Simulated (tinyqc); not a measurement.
Resistive crossbar, vector-matrix product with wire resistance: effect of the wire resistance.

2 rows and 2 columns. Cell (i, j) joins row node wij to column node bij. Each row is driven at its left end through one wire segment rw; neighbouring nodes along a row or a column are joined by rw; each column ends below the last row in one more rw and a virtual ground, where its current is read. Ideal output: I_j = sum_i V_i G_ij.

The nodal equations (Kirchhoff current law at every node) are solved for each rw; errors are I_j/ideal - 1.

Values chosen for this exercise: input voltages of the rows V = [0.16, 0.13] V.

cell conductances G (uS):

|  | column 1 | column 2 |
|---|---|---|
| row 1 | 51 | 14 |
| row 2 | 13 | 42 |

Result of one run:

| error, column 1 (%) | error, column 2 (%) |
|---|---|
| -3.279 | -2.946 |

Which wire resistance between neighbouring cells rw gave this result: 1, 20, 100, 200 or 500 ohm?

rw = 200 ohm.

The whole series:

| rw (ohm) | error, column 1 (%) | error, column 2 (%) |
|---|---|---|
| 1 | -0.01695 | -0.01518 |
| 2 | -0.03390 | -0.03036 |
| 5 | -0.08469 | -0.07586 |
| 10 | -0.1692 | -0.1516 |
| 20 | -0.3379 | -0.3027 |
| 50 | -0.8405 | -0.7534 |
| 100 | -1.667 | -1.495 |
| 200 | -3.279 | -2.946 |
| 500 | -7.811 | -7.050 |

The error of the last column goes from -0.0152 % at rw = 1 ohm to -7.05 % at 500 ohm, as rw^(1.00) at the start and rw^(0.95) at the end. At 500 ohm the worst column is number 1.

Computed by the program tinyqc: `OMP_NUM_THREADS=1 python tinyqc.py 2880047 2880048 out.jsonl`, one thread of a shared Intel Xeon 2.30GHz, about 0.02 s for the whole run.
